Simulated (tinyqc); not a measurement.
Length of a polyene: Hueckel, PPP and singles CI along the polyenes. Computed by the program tinyqc. 

All-trans chains of carbon centres 1.40 angstrom apart:

| parameter | value |
|---|---|
| beta (eV), times 1 +/- alternation | -2.120000 |
| alternation | 0.050000 |
| W (eV) | 11.160000 |
| gamma_rr (eV) | 10.260000 |
| repulsion formula | Ohno |

Hueckel uses the same beta without repulsion; CIS keeps all single excitations and so misses the low, doubly excited 2Ag state. W is the valence ionisation energy of a centre, MN the Mataga-Nishimoto formula, f the oscillator strength.

Gaps and excitations (eV):

| centres | Hueckel gap | PPP orbital gap | bright singlet (CIS) | f | lowest triplet (CIS) |
|---|---|---|---|---|---|
| 2 | 4.452 | 11.716 | 5.950 | 0.510 | 2.954 |
| 4 | 2.872 | 9.370 | 4.695 | 0.963 | 2.060 |
| 6 | 2.152 | 8.178 | 3.941 | 1.350 | 1.634 |
| 8 | 1.745 | 7.467 | 3.450 | 1.690 | 1.404 |
| 10 | 1.484 | 7.004 | 3.110 | 1.994 | 1.267 |
| 12 | 1.303 | 6.683 | 2.864 | 2.273 | 1.179 |
| 14 | 1.171 | 6.452 | 2.682 | 2.535 | 1.120 |

The Hueckel gap tends to 4 x alternation x |beta| = 0.42 eV for long chains. Exchange opens the PPP orbital gap, and the attraction of electron and hole brings the bright state 3.77 eV below it at 14 centres; the triplet lies 1.56 eV lower still.
